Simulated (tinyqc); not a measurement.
# Changing the anneal temperature T

Model: dopants and charged point defects at anneal temperature: Fermi-level effect, clustering and pairing. Computed by tinyqc, a small Python program. Command: `OMP_NUM_THREADS=1 python tinyqc.py 3008065 3008066 out.jsonl pairing sweep`. One thread of a shared host (Intel(R) Xeon(R) Processor @ 2.30GHz), about 0.03 s of CPU time with the checks.

Boltzmann statistics and full ionisation of active dopants. Energies are counted from the valence band; the defect (a vacancy or self-interstitial) has five charge states, with all degeneracy factors one.

Inputs (values chosen for the exercise, with bands modelled on germanium):
```
quantity                                         value   unit
gap at 0 K E_g0                                  0.738     eV
Varshni alpha                                 0.000478   eV/K
Varshni beta                                       239      K
electron mass m_e                                0.224    m_0
valleys M_c                                          4      -
hole mass m_h                                     0.34    m_0
total dopant density N                         4.7e+19  cm^-3
formation enthalpy of the neutral defect H_f      2.39     eV
formation entropy S_f                              3.7    k_B
site density N_s                               3.9e+22  cm^-3
dopant atoms per cluster k                           3      -
cluster binding energy E_b                       0.987     eV
```

Dopant: donor. Second part: clustering of the dopant.

defect levels as fractions of E_g(T): (2+/+), (+/0), (0/-), (-/2-): 0.1  0.26  0.45  0.69

Constants: m_0 = 9.1093837015e-31 kg; k_B = 1.380649e-23 J/K; h = 6.62607015e-34 J s; k_B = 8.617333262e-05 eV/K.

Method:
- E_g = E_g0 - alpha T^2/(T + beta).
- N_c = 2 M_c (2 pi m_e k_B T/h^2)^(3/2) and N_v = 2 (2 pi m_h k_B T/h^2)^(3/2), masses in units of m_0.
- n_i = sqrt(N_c N_v) exp(-E_g/2 k_B T); E_i = E_g/2 + (k_B T/2) ln(N_v/N_c).
- n = A/2 + sqrt(A^2/4 + n_i^2) for an active density A.
- k ionised dopants and k carriers form one neutral cluster: C = N_s (A/N_s)^k (n/N_b)^k exp(E_b/k_B T), N_b the effective density of states of the majority band, and N = A + k C (60 bisections in ln A between ln N - 90 and ln N).
- chi = n/n_i (for acceptors n_i/p); E_F = E_i + k_B T ln chi; field enhancement h = 1 + A/sqrt(A^2 + 4 n_i^2).
- C_0 = N_s exp(S_f/k_B) exp(-H_f/k_B T). Ratios to the neutral state at E_F = E_i: r_+ = exp((E(+/0) - E_i)/k_B T), r_2+ = r_+ exp((E(2+/+) - E_i)/k_B T), r_- = exp((E_i - E(0/-))/k_B T), r_2- = r_- exp((E_i - E(-/2-))/k_B T); at other E_F state q scales as chi^(-q). The enhancement is sum r_q chi^(-q)/sum r_q. The charge on the defects is left out of neutrality.

One run for each value; columns: (1) anneal temperature T (K); (2) all defects, doped (cm^-3); (3) enhancement over intrinsic; (4) n_i (cm^-3); (5) active density A (cm^-3); (6) mean charge (e):
```
(1)        (2)   (3)        (4)        (5)     (6)
511  2.108e+04  2034  2.456e+16  6.082e+18  -1.935
563  1.300e+06   852  6.522e+16  9.118e+18  -1.917
615  3.899e+07   400  1.490e+17  1.276e+19  -1.897
667  6.731e+08   205  3.027e+17  1.690e+19  -1.875
720  7.858e+09   111  5.671e+17  2.149e+19  -1.850
772  6.168e+10    64  9.739e+17  2.617e+19  -1.821
824  3.646e+11    38  1.574e+18  3.079e+19  -1.789
876  1.702e+12    24  2.418e+18  3.509e+19  -1.750
```

What does the table show, and why?

Over the rows, all defects, doped (cm^-3) rises from 21100 to 1.70e12 (exponent d ln y / d ln x 43 between the first rows and 25 between the last); enhancement over intrinsic falls from 2030 to 23.5 (exponent d ln y / d ln x -9.0 between the first rows and -7.9 between the last); n_i (cm^-3) rises from 2.46e16 to 2.42e18 (exponent d ln y / d ln x 10 between the first rows and 7.0 between the last). A line through ln(all defects) against 1/(k_B T) gives 1.93 eV, against H_f = 2.39 eV for the neutral state alone.
